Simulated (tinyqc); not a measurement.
# Mobility limited by charged threading dislocations, step by step

A worked calculation. Computed by tinyqc, a small Python program that keeps every step. Command: `OMP_NUM_THREADS=1 python tinyqc.py 3017322 3017323 out.jsonl disl walk`. One thread of a shared host (Intel(R) Xeon(R) Processor @ 2.30GHz), about 0.01 s of CPU time with the checks. Intermediate numbers are printed to about 6 digits and carried at full precision; extremes and crossings named in words are read from the listed rows.

Parallel lines trap electrons, one site every c, and the current flows across them. Donors are taken as fully ionised and statistics as non-degenerate; SI units, mass times m_0.

Inputs (values chosen for the exercise, modelled on germanium on silicon):
```
quantity,value,unit
effective mass m,0.12,m_0
permittivity eps,16,-
site spacing c along the line,4,angstrom
largest filling f_0,0.13,-
dislocation density N_dis,5.7e+07,1/cm^2
donor density N,3.6e+16,1/cm^3
lattice mobility at 300 K,3900,cm^2/(V s)
temperature T,400,K
```

Band: parabolic. Filling of the line: given.

Constants: eps_0 = 8.8541878128e-12 F/m; k_B = 1.380649e-23 J/K; e = 1.602176634e-19 C; hbar = 1.054571817e-34 J s; m_0 = 9.1093837015e-31 kg.

## Line charge and screening

The filling is f = f_0; Read radius R = sqrt(f/(pi c N)). Free electrons n = N - f N_dis/c; screening length lambda = sqrt(eps eps_0 k_B T/(e^2 n)).

filling f = 0.13

Read radius R = 53.6063 nm

free electrons n = 3.58148e+16 1/cm^3

screening length lambda = 29.1719 nm

share of electrons trapped = 0.514583 %

The depleted cylinders cover 0.51 % of the area; the mean distance between lines is 1320 nm.

## Dislocation scattering

tau(k) = hbar^3 (eps eps_0)^2 c^2 (1 + 4 lambda^2 k^2)^(3/2)/(N_dis m e^4 f^2 lambda^4), k the wave number across the lines; mu_dis = (e/m) int x tau exp(-x) dx with x = hbar^2 k^2/(2 m k_B T), 160 Gauss-Legendre points in sqrt(x) from 0 to sqrt(32). Closed form for lambda k >> 1: mu = 30 sqrt(2 pi) (eps eps_0)^2 c^2 (k_B T)^(3/2)/(N_dis e^3 f^2 lambda sqrt(m)).

tau at x = 1 = 53460.7 fs

dislocation mobility = 2.59774e+06 cm^2/(V s)

closed form = 2.59353e+06 cm^2/(V s)

The closed form is 99.8 % of the integral.

## Total mobility

Other processes: Brooks-Herring mobility of a classical gas, mu_I = 128 sqrt(2 pi) (eps eps_0)^2 (k_B T)^(3/2)/(N e^3 sqrt(m) [ln(1 + b) - b/(1 + b)]), b = 24 m k_B T lambda^2/hbar^2; lattice mobility times (T/300 K)^(-2); Matthiessen's rule.

impurity mobility = 89786.8 cm^2/(V s)

lattice mobility = 2193.75 cm^2/(V s)

total mobility = 2139.66 cm^2/(V s)

resistivity = 0.0814483 ohm cm

Dislocations hold 0 % of 1/mu, impurities 2 % and the lattice 98 %. Dislocation and lattice-plus-impurity scattering would be equal at N_dis = 6.9e10 per cm^2 if n and f stayed as they are.

Checks made by the program: relaxation time against the angular integral of the screened line potential (relative difference below 1e-10).
